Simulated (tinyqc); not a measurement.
MOSFET in saturation, small-signal circuit and noise: two steps of the calculation.

Bias by the inversion coefficient IC = I/Ispec (charge-based model with velocity saturation; weak inversion below 0.1, strong above 10). Common-source circuit: gm, gds, Cgs, Cgd and Cj at the inner nodes, Rg in series with the gate; quasi-static, no source or drain resistance, no gate-body capacitance, no substrate network, no induced gate noise, so fmax is an upper estimate.

Parameters, values chosen for the exercise: temperature T = 250 K; gate length L = 65 nm; total gate width W = 80 um; gate capacitance Cox = 0.94 uF/cm^2; mobility mu = 160 cm^2/(V s); slope factor n = 1.44; velocity-saturation length Ls = 10 nm; inversion coefficient IC = 0.23; short-channel excess of the noise factor gw = 0.1; oxide trap density Nt = 5.3e17 cm^-3 eV^-1; tunnelling length into the oxide lt = 0.1 nm; Coulomb scattering coefficient ac = 10000 V s/C; signal frequency f = 0.7 GHz.

Constants: q = 1.602176634e-19 C, kB = 1.380649e-23 J/K, Vt = kB T/q. Results are converted to the units shown.

Problem 1. Admittance matrix. Inner admittances at w = 2 pi f: y11 = i w (Cgs + Cgd), y12 = -i w Cgd, y21 = gm - i w Cgd, y22 = gds + i w (Cgd + Cd). Invert to Z, add Rg to Z11 and invert back to Y.

gm = 1.5195324 mS
gds = 0.13827745 mS
Cgs = 40.275729 fF
Cgd = 32.8 fF
Cd = 53.6 fF
Rg = 4.4711538 ohm

Find: inner y; Y with Rg.

Solution 1.

inner y (mS):
```
                1               2
1  0.0000+0.3214i  0.0000-0.1443i
2  1.5195-0.1443i  0.1383+0.3800i
```

Y with Rg (mS):
```
                1                2
1  0.0005+0.3214i  -0.0002-0.1443i
2  1.5193-0.1464i   0.1384+0.3810i
```

Problem 2. Noise at the gate. Channel noise Sid = 4 kB T gam n gm with gam = (1/2 + (2/3) qs)/(1 + qs) + gw lc IC, qs = [sqrt(1 + 4 IC) - 1]/2, lc = Ls/L (the last term an empirical rise with velocity saturation); at the gate, white noise Sw = Sid/gm^2 + 4 kB T Rg. Number fluctuation with correlated mobility: S(f) = K/f, K = q^2 Vt lt Nt/(W L Cox^2) (1 + ac mu Cox I/gm)^2, Vt in eV with Nt per eV. Corner fc = K/Sw. Full shot noise would be 2 q I.

I = 56.907641 uA
gm = 1.5195324 mS
Rg = 4.4711538 ohm

Give: gam; Sid; Sid/(2 q I); sqrt(Sw); K; fc.

Solution 2.

gam = 0.53048
Sid = 1.6026e-23 A^2/Hz
Sid/(2 q I) = 0.87885
sqrt(Sw) = 2.6462 nV/Hz^0.5
K = 7.1178e-11 V^2
fc = 10.165 MHz

The gate resistance gives 0.88 % of the white noise power.

tinyqc, about 0.01 s, one thread, Intel Xeon 2.30GHz (shared host): `OMP_NUM_THREADS=1 python tinyqc.py 2150152 2150153 out.jsonl`
